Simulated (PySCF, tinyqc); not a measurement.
Inside a calculation. Method: coupled-perturbed Hartree-Fock on RHF in the sto-6g basis, for H4, spin multiplicity 1. The lowest restricted solution is unstable here: a spin-polarised one lies 0.0139 hartree lower (PySCF). One step of it, computed by the program tinyqc.

Question. Coupled step 1. U_ai = -(mu_ai + sum_bj [4 (ai|bj) - (ab|ij) - (aj|bi)] U_bj) / (e_a - e_i); alpha = -4 sum U_ai mu_ai.

uncoupled U:
```
           i1         i2
a3   0.001512  -3.344544
a4  -0.452144   0.000975
```

dipole integrals <a|z|i> (bohr):
```
           i1         i2
a3  -0.001096   1.954735
a4   0.460578  -0.000856
```

orbital energies (hartree): MO1 -0.505272, MO2 -0.364742, MO3 0.219713, MO4 0.513379

Two-electron integrals over orbitals (pq|rs), unique and non-zero (hartree):
```
(11|11) 0.428367    (21|11) -0.000332   (21|21) 0.172497    (22|11) 0.395940
(22|21) 0.000278    (22|22) 0.408006    (31|11) -0.061408   (31|21) -0.000162
(31|22) 0.008040    (31|31) 0.112169    (32|11) -0.000288   (32|21) 0.080233
(32|22) 0.000146    (32|31) 0.000160    (32|32) 0.124997    (33|11) 0.399725
(33|21) 0.000252    (33|22) 0.404005    (33|31) -0.000125   (33|32) 0.000127
(33|33) 0.418847    (41|11) 0.000174    (41|21) -0.031360   (41|22) -0.000054
(41|31) -0.000172   (41|32) 0.075727    (41|33) -0.000042   (41|41) 0.099387
(42|11) -0.066069   (42|21) -0.000148   (42|22) -0.001668   (42|31) 0.108906
(42|32) 0.000184    (42|33) 0.000838    (42|41) -0.000155   (42|42) 0.113713
(43|11) -0.000315   (43|21) 0.169872    (43|22) 0.000300    (43|31) -0.000150
(43|32) 0.083044    (43|33) 0.000275    (43|41) -0.029668   (43|42) -0.000151
(43|43) 0.180821    (44|11) 0.446592    (44|21) -0.000289   (44|22) 0.415415
(44|31) -0.064652   (44|32) -0.000286   (44|33) 0.425987    (44|41) 0.000169
(44|42) -0.071311   (44|43) -0.000292   (44|44) 0.484227
```

Give: U after step 1; polarisability.

Answer.

U after step 1:
```
         i1       i2
a3   0.0023  -3.4919
a4  -0.4388   0.0016
```

polarisability = 28.1115 bohr^3
